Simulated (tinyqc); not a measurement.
Bulk transistor, scale length and short-channel effects: effect of the channel length.

A gate, an insulator of thickness ti and a depleted layer of depth ts on a conducting body. Below threshold the potential that source and drain add obeys Laplace's equation and vanishes on the gate and at the bottom of the depleted layer. Its lowest mode decays along the channel as exp(-k y); k is the smallest positive root of the matching condition at the interface, and the scale length is Lambda = pi/k.

k is the smallest positive root of f(k) = eps_r sin(k ti) cos(k ts) + ei cos(k ti) sin(k ts). Along the channel psi(y) = s + a exp(y/l) + b exp(-y/l) with psi(0) = Vbi, psi(L) = Vbi + Vds and l = 1/k = Lambda/pi; with A = Vbi - s, B = A + Vds, x = exp(-L/l): a = (B - A x) x/(1 - x^2), b = (A - B x)/(1 - x^2). The minimum is s + 2 sqrt(a b), at y = (l/2) ln(b/a). The long-channel potential follows the gate as s = sT + (Vg - VTL)/m, and the threshold VT is the gate voltage at which the minimum equals sT. Swing = m Vt ln 10/g at threshold, g = d(minimum)/ds = 1 - (b x + a)/((1 + x) sqrt(a b)). DIBL = [VT(0.05 V) - VT(Vds)]/(Vds - 0.05 V). sT and Vbi are held fixed; m = 1 + eps_r ti/(ei ts) in each row.

Values chosen for this exercise; permittivities: semiconductor made up, insulator close to that of silicon dioxide:
```
symbol,value,unit,meaning
T,250,K,temperature
eps_r,14.5,,relative permittivity of the semiconductor
ei,3.87,,relative permittivity of the insulator
ti,2.3,nm,insulator thickness
ts,16,nm,depletion depth
Vbi,0.92,V,potential of the source
sT,0.5,V,potential of the barrier top at threshold
Vds,0.5,V,drain voltage
```

Constants: q = 1.602176634e-19 C, kB = 1.380649e-23 J/K, Vt = kB T/q. Results are converted to the units shown.

The same in every row: Lambda (nm) = 22.395.

Effect of the channel length:

| L (nm) | L/Lambda | VT - VTL at Vds = 0.05 V (mV) | VT - VTL at Vds (mV) | DIBL (mV/V) | swing (mV/decade) |
|---|---|---|---|---|---|
| 25 | 1.1163 | -346.43 | -493.99 | 327.90 | 117.24 |
| 29 | 1.2949 | -236.78 | -336.44 | 221.47 | 104.39 |
| 35 | 1.5629 | -140.52 | -198.79 | 129.48 | 93.052 |
| 42 | 1.8754 | -80.056 | -112.82 | 72.799 | 85.889 |
| 50 | 2.2326 | -43.574 | -61.226 | 39.228 | 81.545 |
| 59 | 2.6345 | -22.520 | -31.582 | 20.137 | 79.027 |
| 71 | 3.1704 | -9.5290 | -13.346 | 8.4816 | 77.468 |
| 85 | 3.7955 | -3.5386 | -4.9527 | 3.1425 | 76.748 |
| 100 | 4.4653 | -1.2315 | -1.7232 | 1.0927 | 76.471 |

Read the table: what changes, and by how much?

From L = 25 to 100 nm, DIBL falls from 328 to 1.09 mV/V and the swing falls from 117 to 76.5 mV a decade (long-channel value 76.3). Between the last two rows the threshold shift at Vds decays with a length of 14.2 nm, against 2 Lambda/pi = 14.3 nm for a shift that goes as exp(-pi L/(2 Lambda)). DIBL first drops below 100 mV/V at L = 42 nm among the rows, L/Lambda = 1.9. For L = 25 to 29 nm L is under 1.5 Lambda, where higher modes, left out of the one-mode potential, count.

Numbers from tinyqc (`OMP_NUM_THREADS=1 python tinyqc.py 2420080 2420081 out.jsonl`; about 0.01 s on one thread of a shared Intel Xeon 2.30GHz).
